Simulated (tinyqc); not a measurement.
Full result against the linear law: strain, valley repopulation and piezoresistance in a many-valley conduction band. Computed by tinyqc, a small Python program. Command: `OMP_NUM_THREADS=1 python tinyqc.py 3026134 3026135 out.jsonl valleys walk`. One thread of a shared host (Intel(R) Xeon(R) Processor @ 2.30GHz), about 0.03 s of CPU time with the checks.

Valleys are ellipsoids with mass m_l along the axis a and m_t across it, parabolic, with one constant relaxation time; strain shifts the valleys and leaves the masses alone. Currents are taken along [111], along the load, and along [1-10], across the load.

Inputs (values chosen for the exercise, for a model crystal):
```
quantity                               value    unit
longitudinal mass m_l                   1.19     m_0
transverse mass m_t                   0.0978     m_0
shear deformation potential Xi_u          15      eV
dilation deformation potential Xi_d     -3.3      eV
C11                                      127     GPa
C12                                     47.7     GPa
C44                                     65.1     GPa
electron density n                   3.8e+16  1/cm^3
relaxation time tau                      180      fs
temperature T                             77       K
```

Valley axes: <111> (4 valleys). Load: uniaxial [111].

Constants: k_B = 8.617333262e-05 eV/K; m_0 = 9.1093837015e-31 kg; k_B = 1.380649e-23 J/K; hbar = 1.054571817e-34 J s; e = 1.602176634e-19 C.

Method:
- Each of the 4 valleys holds n_v = N_v (2/sqrt(pi)) F_1/2((E_F - dE_v)/(k_B T)), N_v = 2 (m_d k_B T/(2 pi hbar^2))^(3/2), m_d = (m_l m_t^2)^(1/3); E_F solves sum n_v = n and is counted from the unstrained edge.
- F_j(eta) = int_0^infinity x^j/(1 + exp(x - eta)) dx, without a gamma-function factor. It is evaluated after integrating by parts.
- Integrals over x = E/(k_B T) use 160 Gauss-Legendre points in u = sqrt(x) from 0 to sqrt(max(eta, 0) + 32).
- With eta_0 the reduced Fermi level without strain, r = F_-1/2(eta_0)/(2 F_1/2(eta_0)) (1 for a classical gas) and c = r (Xi_u/k_B T) (m_l - m_t)/(2 m_l + m_t): pi44 = -c S44/3, pi11 = pi12 = 0.
- Compliances S11 = (C11 + C12)/((C11 - C12)(C11 + 2 C12)), S12 = -C12/((C11 - C12)(C11 + 2 C12)), S44 = 1/C44; stress sigma_ij = X n_i n_j for the unit vector n of the load; e_xx = S11 sigma_xx + S12 (sigma_yy + sigma_zz), e_xy = S44 sigma_xy/2 (tensor strain).
- Herring-Vogt shift of a valley with unit axis a: dE = Xi_d tr(e) + Xi_u a.e.a.
- Mobility tensor mu = e tau sum_v (n_v/n) [1/m_t + (1/m_l - 1/m_t) a a^T]; unstrained mu_0 = e tau (1/m_l + 2/m_t)/3; resistivity along d from the inverse tensor, rho_d = d.mu^-1.d/(n e), mobility along d = 1/(d.mu^-1.d); gauge pi_d = (rho_d/rho_0 - 1)/X.
- Linear theory: pi_l = (pi11 + 2 pi12 + 2 pi44)/3, pi_t = (pi11 + 2 pi12 - pi44)/3.

pi11 = 0 1e-11/Pa

pi12 = 0 1e-11/Pa

pi44 = -505.353 1e-11/Pa

Resistance changes (%); at 2000 MPa the strain is near or above 1 %, where band warping, left out here, matters:
```
X (MPa)  splitting (meV)  largest share  first direction   linear  second direction   linear
-2000             204.81         1.0000           744.51   673.80           -30.594  -336.90
-1000             102.41         1.0000           744.51   336.90           -30.594  -168.45
-400               40.96         0.9935           693.66   134.76           -30.411   -67.38
-150               15.36         0.7667           154.70    50.54           -23.294   -25.27
-50                 5.12         0.4169            24.41    16.85            -8.933    -8.42
50                  5.12         0.2886           -11.98   -16.85             7.303     8.42
150                15.36         0.3226           -20.38   -50.54            14.678    25.27
400                40.96         0.3331           -22.66  -134.76            17.167    67.38
1000              102.41         0.3333           -22.71  -336.90            17.224   168.45
2000              204.81         0.3333           -22.71  -673.80            17.224   336.90
```

Along the first direction the linear law misses by more than 10 % at every stress listed, since the splitting is not small against k_B T.

Extremes, crossings and ranges named in words are read from the listed rows.
